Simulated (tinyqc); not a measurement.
Worked calculation: Weaire-Thorpe hybrids on a Bethe lattice: gap and dangling bond of an amorphous tetrahedral solid. Values are carried at full precision from step to step, so a last printed digit may differ when a step is redone from the rounded ones.

Four sp3 hybrids an atom at energy 0, coupled by -V1 on the atom and by -V2 along a bond; the bonds form a tree (no rings). For any network the gap runs at least from -V2 + V1 to V2 - 3 V1, and p-like states pile up at -V2 + V1 and V2 + V1. On the tree the gap is wider: it ends at Ec = -V1 + sqrt(V2^2 + 4 V1^2 - 2 sqrt3 V1 V2), which makes it well wider than the gaps of the real glasses. A branch seen from a hybrid has the self-energy S = V2^2 g, where g is the Green function of the hybrid across the bond, whose three partners carry S themselves. With a = z - V1, b = a - S: g = 1/(a + V1 b/(b + 3 V1)), z = E + i eta. A full atom has G = (1/b)(b + 3 V1)/(b + 4 V1) per hybrid; a dangling hybrid with shift dh has G = 1/(1/g - dh).

Inputs chosen for the exercise (of the size of tabulated hybrid energies for amorphous silicon; shifted at random, so the results belong to these values and not to a real crystal):
- V1 = 1.78 eV (coupling of two hybrids on one atom)
- V2 = 4.62 eV (coupling of the two hybrids of a bond)
- E = -3.31 eV (energy)
- eta = 0.02 eV (broadening)
- dh = -1.58 eV (shift of the dangling hybrid (rehybridisation))

## Edges

Bounds -V2 + V1 and V2 - 3 V1. On the tree the s-like bands are narrower: E = -V1 -/+ sqrt(V2^2 + 4 V1^2 + V1 V2 e) with e from -2 sqrt3 to 2 sqrt3 (for a crystal, -4 to 4), so the conduction edge is -V1 + sqrt(V2^2 + 4 V1^2 - 2 sqrt3 V1 V2).

edges (eV): Ev -2.8400, Ec(bound) -0.7200, Ec(tree) 0.5717

gaps (eV): (bound, reached in the crystal) 2.1200, (tree) 3.4117

The gap needs no periodicity, only V2 > 2 V1 (here V2/V1 = 2.596); leaving out rings widens it by 1.292 eV. Two parameters give the trend, not the value.

## The self-energy at one energy

S = V2^2 g is a quadratic A S^2 + B S + C = 0 with A = a + V1, B = -(a (a + 4 V1) + V2^2), C = V2^2 (a + 3 V1), a = z - V1. Of the two roots take the one with Im S < 0 (if both qualify, the decaying one, with the smaller |V1 V2 g/(b + 3 V1)|).

A, B, C: -3.3100+0.0200i  -11.0113+0.0612i  5.3361+0.4269i

roots (eV): 0.4293+0.0330i  -3.7560-0.0346i

S = -3.7560-0.0346i eV

## Densities at that energy

With z = E + i eta, b = z - V1 - S: full atom G = (b + 3 V1)/(b (b + 4 V1)); g = S/V2^2; dangling hybrid 1/(1/g - dh); densities -Im G/pi.

G (1/eV): (bulk) -0.5181-0.0234i, (dangling with dh = 0) -0.1760-0.0016i, (dangling with dh) -0.2437-0.0031i
densities (1/eV): (bulk) 0.0074, (dangling with dh = 0) 0.0005, (dangling with dh) 0.0010

## The dangling-bond level

For eta = 0 the level solves 1/g(E) = dh inside the gap (bisection); its weight on the dangling hybrid is 1/(d(1/g)/dE), by central differences with step 1e-5 eV.

level = -0.9889 eV
above Ev = 1.8511 eV
weight on the dangling hybrid = 0.661

The level lies at 54 % of the gap of the tree; 34 % of it spreads over the back bonds.

## Checks

- Conduction edge from the formula against the zero of the discriminant: both 0.571726.
- S from the quadratic against damped iteration of S = V2^2 g: both -3.755962.

Run: tinyqc, `OMP_NUM_THREADS=1 python tinyqc.py 1480427 1480428 out.jsonl`; Intel(R) Xeon(R) Processor @ 2.30GHz, one thread, shared host; about 0.02 s of CPU time with all checks.
